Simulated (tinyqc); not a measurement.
# Two-junction solar cell, detailed-balance limit, step by step

Numbers from tinyqc (`OMP_NUM_THREADS=1 python tinyqc.py 2820126 2820127 out.jsonl`; about 0.01 s on one thread of a shared Intel Xeon 2.30GHz). Printed values are rounded.

The top cell takes all photons above E1, the bottom cell those between E2 and E1. Each cell follows J = Jsc - J0 (exp(V/Vt) - 1) with J0 = q ge Phi(gap, T)/ERE; light emitted by one cell and absorbed by the other is left out. In series both carry one current; wired apart (four terminals) each works at its own maximum power point. Efficiencies are counted against Pin = fs X sigma Ts^4.

Parameters, values chosen for the exercise: cell temperature T = 298 K; temperature of the black-body sun Ts = 4500 K; share of the hemisphere filled by the sun fs = 2.16e-5; concentration X = 1; external radiative efficiency ERE = 0.1; number of faces that emit ge = 1; gap of the bottom cell E2 = 1.01 eV; gap of the top cell E1 = 1.48 eV.

Constants: q = 1.602176634e-19 C, kB = 1.380649e-23 J/K, h = 6.62607015e-34 J s, c = 299792458 m/s, Vt = kB T/q. Results are converted to the units shown.

## Photocurrents and dark currents

Photon flux above E from a black body at temperature T into a hemisphere: Phi(E, T) = A sum_k exp(-k E/th)[E^2 th/k + 2 E th^2/k^2 + 2 th^3/k^3], k = 1, 2, ..., with th = kB T/q in eV and A = 2 pi q^3/(h^3 c^2). J1 = q fs X Phi(E1, Ts), J2 = q fs X [Phi(E2, Ts) - Phi(E1, Ts)], J01 and J02 as above; sigma = 2 pi^5 kB^4/(15 h^3 c^2).

J1 = 10.7119 mA/cm^2
J2 = 10.4858 mA/cm^2
J01 = 8.61037e-19 mA/cm^2
J02 = 3.62069e-11 mA/cm^2
Pin = 50.2245 mW/cm^2

The bottom cell limits the series current; the other has 2.2 % more.

## The series curve

J, point 0 to 7 (mA/cm^2): 0  5.243  8.389  9.437  9.857  10.07  10.28  10.43

V1 = Vt ln((J1 - J)/J01 + 1), V2 = Vt ln((J2 - J)/J02 + 1), power J (V1 + V2).

```
point	V1 (V)	V2 (V)	power (mW/cm^2)
0	1.12907	0.677732	0
1	1.11181	0.659932	9.28922
2	1.08982	0.636398	14.4812
3	1.07441	0.618607	15.9770
4	1.06415	0.605470	16.4574
5	1.05679	0.594848	16.6320
6	1.04661	0.576786	16.6886
7	1.03566	0.543263	16.4681
```

Among these points the power is largest at J = 10.28 mA/cm^2.

## Maximum power, in series and apart

In series V(J) = Vt [ln((J1 - J)/J01 + 1) + ln((J2 - J)/J02 + 1)], and J V(J) is largest where V = J Vt [1/(J1 - J + J01) + 1/(J2 - J + J02)]. Apart, each cell has (1 + v) exp(v) = 1 + Jsc/J0 at its maximum power point, v = Vmp/Vt.

series Jmp = 10.2405 mA/cm^2
series Vmp = 1.63015 V
series efficiency = 33.2380 %
top cell alone = 21.5092 %
bottom cell behind it = 11.9271 %

Wired apart the cells give 33.44 %; the series connection loses 0.20 points of that.
